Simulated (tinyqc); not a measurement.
Propagation of a band-gap error through k.p and effective-mass formulas: one step. Masses, g factor and screening for both gaps. Four cases, with inputs chosen for the exercise.

Problem. Evaluate the chain at Eg and at Eg2.

Chain, for a gap E (the reference Eg or another value), with Ep and Dso kept: 1/me = 1 + Ep (E + 2 Dso/3)/(E (E + Dso)); g* = 2 - 2 Ep Dso/(3 E (E + Dso)); g1(E) = g1 + (Ep/3)(1/E - 1/Eg), g2(E) = g2 + (Ep/6)(1/E - 1/Eg), light hole 1/(g1 + 2 g2), heavy hole 1/(g1 - 2 g2) along [100]; optical constant ei(E) = 1 + (ei - 1)(EP/(EP + E - Eg))^2, static e0(E) = ei(E) + e0 - ei.

Case 1.

Values chosen (reference values near those of InAs, gap at low temperature; not measured data): Eg = 0.421 eV (gap at Gamma to the s-like level); Dso = 0.383 eV (spin-orbit splitting); Ep = 21.1 eV (Kane energy); g1 = 19.92 (Luttinger gamma1); g2 = 8.47 (gamma2); e0 = 14.88 (static dielectric constant); ei = 12.48 (optical dielectric constant); EP = 4.61 eV (mean (Penn) gap); Eg2 = 0.223 eV (a wrong gap).

Case 2.

Values chosen (reference values near those of GaSb, gap at low temperature; not measured data): Eg = 0.808 eV (gap at Gamma to the s-like level); Dso = 0.752 eV (spin-orbit splitting); Ep = 27.3 eV (Kane energy); g1 = 13.42 (Luttinger gamma1); g2 = 4.68 (gamma2); e0 = 15.99 (static dielectric constant); ei = 14.43 (optical dielectric constant); EP = 4.16 eV (mean (Penn) gap); Eg2 = 0.428 eV (a wrong gap).

Case 3.

Values chosen (reference values near those of GaSb, gap at low temperature; not measured data): Eg = 0.802 eV (gap at Gamma to the s-like level); Dso = 0.748 eV (spin-orbit splitting); Ep = 26.9 eV (Kane energy); g1 = 13.35 (Luttinger gamma1); g2 = 4.71 (gamma2); e0 = 15.67 (static dielectric constant); ei = 14.65 (optical dielectric constant); EP = 4.13 eV (mean (Penn) gap); Eg2 = 0.313 eV (a wrong gap).

Case 4.

Values chosen (reference values near those of GaSb, gap at low temperature; not measured data): Eg = 0.823 eV (gap at Gamma to the s-like level); Dso = 0.751 eV (spin-orbit splitting); Ep = 27.5 eV (Kane energy); g1 = 13.44 (Luttinger gamma1); g2 = 4.68 (gamma2); e0 = 15.59 (static dielectric constant); ei = 14.61 (optical dielectric constant); EP = 4.07 eV (mean (Penn) gap); Eg2 = 0.741 eV (a wrong gap, of the size a hybrid functional can give).

Give: Band values at the two gaps.

Solution.

Case 1.

Band values at the two gaps:
```
quantity      at Eg   at Eg2  ratio
me          0.02317  0.01321  0.570
g*           -13.92   -37.87      -
g1            19.92    34.75  1.745
g2            8.470    15.89  1.876
light hole  0.02713  0.01503  0.554
heavy hole   0.3356   0.3356  1.000
ei            12.48    13.53  1.084
e0            14.88    15.93  1.071
```

The gap is off by a factor of 0.53; the electron mass follows with 0.57 and the light hole with 0.55, while the heavy hole, which does not couple to the conduction level, keeps its value. The optical constant changes less, by +8 %, as it answers to the mean gap, which shifts by the same -0.20 eV on a base of 4.61 eV. g* moves by -23.95; remote bands, left out here, shift it by tenths or, where it is large, by some per cent.

Case 2.

Band values at the two gaps:
```
quantity      at Eg   at Eg2  ratio
me          0.03406  0.01952  0.573
g*           -8.858   -25.10      -
g1            13.42    23.42  1.745
g2            4.680    9.680  2.068
light hole  0.04390  0.02338  0.533
heavy hole   0.2463   0.2463  1.000
ei            14.43    17.27  1.197
e0            15.99    18.83  1.177
```

The gap is off by a factor of 0.53; the electron mass follows with 0.57 and the light hole with 0.53, while the heavy hole, which does not couple to the conduction level, keeps its value. The optical constant changes less, by +20 %, as it answers to the mean gap, which shifts by the same -0.38 eV on a base of 4.16 eV. g* moves by -16.24; remote bands, left out here, shift it by tenths or, where it is large, by some per cent.

Case 3.

Band values at the two gaps:
```
quantity      at Eg   at Eg2  ratio
me          0.03431  0.01498  0.437
g*           -8.791   -38.39      -
g1            13.35    30.82  2.308
g2            4.710    13.44  2.854
light hole  0.04392  0.01733  0.395
heavy hole   0.2545   0.2545  1.000
ei            14.65    18.56  1.267
e0            15.67    19.58  1.250
```

The gap is off by a factor of 0.39; the electron mass follows with 0.44 and the light hole with 0.39, while the heavy hole, which does not couple to the conduction level, keeps its value. The optical constant changes less, by +27 %, as it answers to the mean gap, which shifts by the same -0.49 eV on a base of 4.13 eV. g* moves by -29.60; remote bands, left out here, shift it by tenths or, where it is large, by some per cent.

Case 4.

Band values at the two gaps:
```
quantity      at Eg   at Eg2  ratio
me          0.03436  0.03136  0.913
g*           -8.629   -10.45      -
g1            13.44    14.67  1.092
g2            4.680    5.296  1.132
light hole  0.04386  0.03958  0.902
heavy hole   0.2451   0.2451  1.000
ei            14.61    15.18  1.039
e0            15.59    16.16  1.036
```

The gap is off by a factor of 0.90; the electron mass follows with 0.91 and the light hole with 0.90, while the heavy hole, which does not couple to the conduction level, keeps its value. The optical constant changes less, by +4 %, as it answers to the mean gap, which shifts by the same -0.08 eV on a base of 4.07 eV. g* moves by -1.82; remote bands, left out here, shift it by tenths or, where it is large, by some per cent.

Computed by tinyqc, one run a case: `OMP_NUM_THREADS=1 python tinyqc.py N N+1 out.jsonl` with N = 1850553, 1850637, 1850702, 1850754; one thread of a shared Intel(R) Xeon(R) Processor @ 2.30GHz, about 0.01 s a run at most.
